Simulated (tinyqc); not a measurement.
Electrons shared among three sets of ellipsoidal valleys, step by step. Values are carried at full precision from step to step, so a last printed digit may differ when a step is redone from the rounded ones.

Constants: hbar^2/2m0 = 3.80998211 eV angstrom^2; kB = 8.617333262e-05 eV/K.

Parameters, chosen for this exercise (masses and offsets near those of GaP; mobilities are free inputs, held fixed; not measured data):
- ml = (1.981, 1.167, 0.127) m0 (longitudinal masses of X, L, Gamma)
- mt = (0.2504, 0.1478, 0.127) m0 (transverse masses)
- M = (3, 4, 1) (valleys in each set)
- T = 500 K
- dE = (0, 0.372, 0.505) eV (edges of X, L, Gamma above the first)
- n = 3.4e+16 1/cm^3 (total electron density)
- mu = (230, 340, 1400) cm^2/(V s) (mobility of each set)

## Masses of each set

One valley: m_d = (ml mt^2)^(1/3). Whole set: m_de = M^(2/3) m_d. Mean over three axes: 1/m_c = (1/ml + 2/mt)/3. Anisotropy K = ml/mt.

m_d, m_de, m_c (m0) and K of each set:
```
set,m_d,m_de,m_c,K
X,0.4989,1.0378,0.3533,7.91
L,0.2943,0.7416,0.2085,7.90
Gamma,0.1270,0.1270,0.1270,1.00
```

m_de/m_c is 2.94 for X, 3.56 for L, 1.00 for Gamma: many anisotropic valleys give many states at a light conductivity mass. m_c is the mean over three axes; a set that holds only some of the equivalent valleys conducts with a mass that depends on direction.

## Effective densities of states

N_i = M_i times N = 2 (m kB T/(4 pi c))^(3/2) with c = hbar^2/2m0, in 1/angstrom^3; times 1e24 for 1/cm^3, with m = (ml mt^2)^(1/3).

kT = 0.043087 eV

N_i (1/cm^3): X 5.7088e+19, L 3.4484e+19, Gamma 2.4437e+18

## Fermi level and populations

F_j(eta) = (1/Gamma(j + 1)) integral_0^infinity x^j dx/(1 + exp(x - eta)), which tends to exp(eta) for eta << 0.

Solve n = sum_i N_i F_1/2((EF - dE_i)/kT), energies from the edge of the first set.

EF = -0.3200 eV

eta_i: X -7.43, L -16.06, Gamma -19.15

n_i (1/cm^3): X 3.40e+16, L 3.66e+12, Gamma 1.18e+10

shares: X 0.9999, L 0.0001, Gamma 0.0000

X holds most electrons (100.0 %). Boltzmann weights N_i exp(-dE_i/kT) would give L a share of 0.0001.

## Drift and Hall mobility of the mixture

With f_i the shares, mu_drift = sum f_i mu_i; low-field Hall mobility mu_H = sum f_i mu_i^2/mu_drift (scattering and anisotropy factors set to 1); the Hall density is n mu_drift/mu_H; rho = 1/(e n mu_drift), e = 1.602176634e-19 C.

mu_drift = 230 cm^2/(V s)
mu_H = 230 cm^2/(V s)
Hall density = 3.40e+16 1/cm^3
rho = 0.798 ohm cm

A Hall measurement would read 100.0 % of the true density.

## Checks

- Share of L at n = 1e10 1/cm^3 against the Boltzmann weight: both 0.0001075.

Computed by tinyqc, a small Python program: `OMP_NUM_THREADS=1 python tinyqc.py 1651298 1651299 out.jsonl` (the numbers bound the seed that draws the inputs); one thread of a shared host (Intel(R) Xeon(R) Processor @ 2.30GHz), about 0.01 s for the whole set of steps.
